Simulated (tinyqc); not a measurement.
Carrier lifetime of a p-type layer with SRH, radiative, Auger and surface recombination: one step of the calculation.

Uniform excess density dn = dp (no trapping), n = n0 + dn, p = p0 + dn, Boltzmann statistics, full ionisation. Surfaces enter as a rate 2 S dn/d, which holds while diffusion to them is fast.

Problem. New dn. With e = n p - ni^2 = dn (n0 + p0 + dn): U_SRH = e/(tp0 (n + n1) + tn0 (p + p1)), U_rad = B e, U_Aug = (Cn n + Cp p) e, U_s = 2 S dn/d. Newton step on ln U(ln dn) = ln G, U the sum: k = d ln U/d ln dn (central difference over factors 1.0001), dn(new) = dn (G/U)^(1/k).

Inputs (values chosen for the exercise); band and dielectric values close to those of silicon:
```
symbol     value        unit                                      meaning
B       4.79e-15      cm^3/s                        radiative coefficient
Cn       3.5e-31      cm^6/s            Auger coefficient (two electrons)
Cp       1.6e-31      cm^6/s                Auger coefficient (two holes)
S            800        cm/s  surface recombination velocity (both faces)
d             30          um                             sample thickness
G         7.2e22  cm^-3 s^-1                              generation rate
```

dn after iteration 2 = 1.0119664e17 cm^-3
n0 = 1.7574404 cm^-3
p0 = 6.4e15 cm^-3
n1 = 7.4394711e11 cm^-3
p1 = 15118.842 cm^-3
tn0 = 1.1695906e-8 s
tp0 = 5.8479532e-6 s

Find: U_SRH; U_rad; U_Aug; U_s; k; dn after iteration 3.

Solution.

U_SRH = 1.8360e22 cm^-3 s^-1
U_rad = 5.2156e19 cm^-3 s^-1
U_Aug = 5.7310e20 cm^-3 s^-1
U_s = 5.3972e22 cm^-3 s^-1
k = 1.0008
dn after iteration 3 = 9.9871e16 cm^-3

Computed by the program tinyqc: `OMP_NUM_THREADS=1 python tinyqc.py 2300151 2300152 out.jsonl`, one thread of a shared Intel Xeon 2.30GHz, about 0.01 s for the whole run.
